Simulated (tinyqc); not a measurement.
# Ballistic Schottky-barrier transistor with a one-dimensional channel, WKB contacts: what changes with what

Source Fermi level 0, drain Fermi level -Vd. Far from the contacts Ec = pn - psi, and the gate moves psi one to one; the band edges relax as exp(-x/lam) from pn at the source and pn - Vd at the drain; Ev = Ec - Eg. A carrier of energy w inside the channel band meets at a contact a barrier of height D (the contact edge beyond the channel edge): T = 1 for w >= D, else exp(-S), S = 4 lam sqrt(m/C) [sqrt(D - w) - sqrt(w) arctan sqrt((D - w)/w)], C = hbar^2/(2 m0). The two contacts combine as Ts Td/(Ts + Td - Ts Td).

Parameters, values chosen for the exercise; channel values close to those of a silicon nanowire with silicide contacts: temperature T = 250 K; band gap Eg = 1.12 eV; barrier for electrons at both contacts pn = 0.71 eV; electron mass mn = 0.2 m0; hole mass mp = 0.24 m0; valleys or subbands g = 2; screening length at the contacts lam = 3.6 nm; drain bias Vd = 0.3 V.

Constants: q = 1.602176634e-19 C, kB = 1.380649e-23 J/K, hbar = 1.054571817e-34 J s, h = 6.62607015e-34 J s, m0 = 9.1093837015e-31 kg, Vt = kB T/q, hbar^2/(2 m0) = 0.0380998212 eV nm^2. Results are converted to the units shown.

Each table varies one quantity; the others keep the values above.

## Effect of the drain bias on the off state

I = g (2 q^2/h) int T(w) [f(Es + w) - f(Ed + w)] dw, f(y) = 1/(1 + exp(y/Vt)). Electrons: Ds = psi, Dd = psi - Vd, Es = Ec, Ed = Ec + Vd. Holes: Ds = -psi, Dd = Vd - psi, Es = -Ev, Ed = -Ev - Vd. The size of each current is taken; both flow from drain to source and add. The integrals are converged. For each Vd, psi is set to the minimum of I.

Effect of the drain bias on the off state:
```
Vd (V)	psi at the minimum (V)	smallest I (uA)
0.05	0.257	3.48e-12
0.21	0.358	5.39e-11
0.37	0.460	7.60e-10
0.53	0.560	1.18e-8
0.68	0.618	9.97e-8
0.84	0.681	5.88e-7
1	0.749	3.93e-6
```

What does the table show?

The smallest current rises from 3.48e-12 to 3.93e-6 uA, 5.16 decades a volt between the last two rows, and the minimum moves by 0.52 V a volt over the table: a larger Vd lets holes enter from the drain while electrons still enter from the source.

## Ambipolar transfer curve

Same model as above.

Swing = d(psi)/d(log10 I).

Ambipolar transfer curve:
```
ps (V)	electrons (uA)	holes (uA)	I (uA)	swing (mV/decade)
-0.33	3.615e-21	0.007629	0.007629	-154.7
-0.22	5.964e-19	0.001072	0.001072	-110.0
-0.11	9.842e-17	8.507e-5	8.507e-5	-96.06
0	1.624e-14	6.603e-6	6.603e-6	-103.6
0.1	1.212e-13	7.980e-7	7.980e-7	-115.3
0.21	1.122e-12	1.018e-7	1.018e-7	-130.5
0.32	1.388e-11	7.163e-9	7.177e-9	-49.75
0.43	2.192e-10	4.341e-11	2.626e-10	163.8
0.54	4.192e-9	2.631e-13	4.192e-9	83.55
0.64	6.995e-8	2.536e-15	6.995e-8	80.26
0.75	1.692e-6	1.537e-17	1.692e-6	80.33
0.86	3.054e-5	9.315e-20	3.054e-5	99.30
```

I goes from 0.00763 through a minimum of 2.63e-10 (at ps = 0.43 V among the rows listed) to 3.05e-5 uA; the exact minimum lies at psi = 0.416 V. Holes carry the left branch and electrons the right. The ratio of the last row to the smallest is 1.16e5 and of the first row 2.90e7, with barriers of 0.71 eV for electrons and 0.410 eV for holes. The steepest swing among the rows is 49.8 mV/decade, against the thermionic limit 49.6.

## Barrier height from the temperature dependence

Same model as above.

The apparent barrier is -d ln(I_e/T^1)/d(q/kB T), taken between T - 10 K and T + 10 K for the electron current.

Barrier height from the temperature dependence:
```
ps (V)	electrons (uA)	Ec (eV)	apparent barrier (eV)
-0.25	1.48e-19	0.960	0.960
-0.18	3.82e-18	0.890	0.890
-0.11	9.84e-17	0.820	0.820
-0.04	2.54e-15	0.750	0.750
0	1.62e-14	0.710	0.710
0.1	1.21e-13	0.610	0.656
0.17	4.83e-13	0.540	0.611
0.24	2.17e-12	0.470	0.560
0.31	1.09e-11	0.400	0.504
0.38	6.09e-11	0.330	0.446
0.45	3.70e-10	0.260	0.385
```

Read the table: what changes, and by how much?

For psi < 0 the channel edge is the highest point, and the apparent barrier follows Ec one to one (0.960 eV against 0.960). At flat band it is 0.710 eV (psi = 0 V), near pn = 0.71 eV. Beyond, the top stays at pn but tunnelling lowers the apparent value to 0.385 eV in the last row, so only the point where the line bends gives the true barrier.

Range of the model: No scattering, image-force lowering, channel charge or band-to-band tunnelling; parabolic kappa overstates S deep in the gap.

Computed by the program tinyqc: `OMP_NUM_THREADS=1 python tinyqc.py 2390118 2390119 out.jsonl`, one thread of a shared Intel Xeon 2.30GHz, about 0.09 s for the whole run.
